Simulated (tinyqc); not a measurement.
A barrier in a uniform field, exact transmission by Airy functions: one step of the calculation.

The left lead has its band edge at 0, the barrier edge falls as U(x) = U0 - F x with F = V/d for 0 < x < d, and the right lead has its edge at -V. No transverse momentum; C = hbar^2/(2 m0); psi and psi'/m are continuous. M carries (psi, psi'/m) across the barrier.

Task. Transfer matrix. With a = Ai, a' = Ai', b = Bi, b' = Bi' at z1 (left edge) and z2 (right edge): M11 = pi (a2 b1' - b2 a1'), M12 = (pi/s)(b2 a1 - a2 b1), M21 = pi s (a2' b1' - b2' a1'), M22 = pi (b2' a1 - a2' b1).

Airy functions:
```
              Ai            Ai'         Bi          Bi'
z1  6.6263242e-7  -1.7816620e-6  90527.402  2.3696495e5
z2  2.1911979e-5  -5.3140467e-5  3050.6604    7128.3551
```

s = -4.3816817 1/nm

Wanted: M (M12 in nm, M21 in 1/nm).

Result.

M (M12 in nm, M21 in 1/nm):
```
        1       2
1  16.329  1.4208
2  173.17  15.128
```

Range of the model: Masses are held fixed, although real bands cease to be parabolic a few tenths of an eV from their edges.

tinyqc, about 0.01 s, one thread, Intel Xeon 2.30GHz (shared host): `OMP_NUM_THREADS=1 python tinyqc.py 2580124 2580125 out.jsonl`
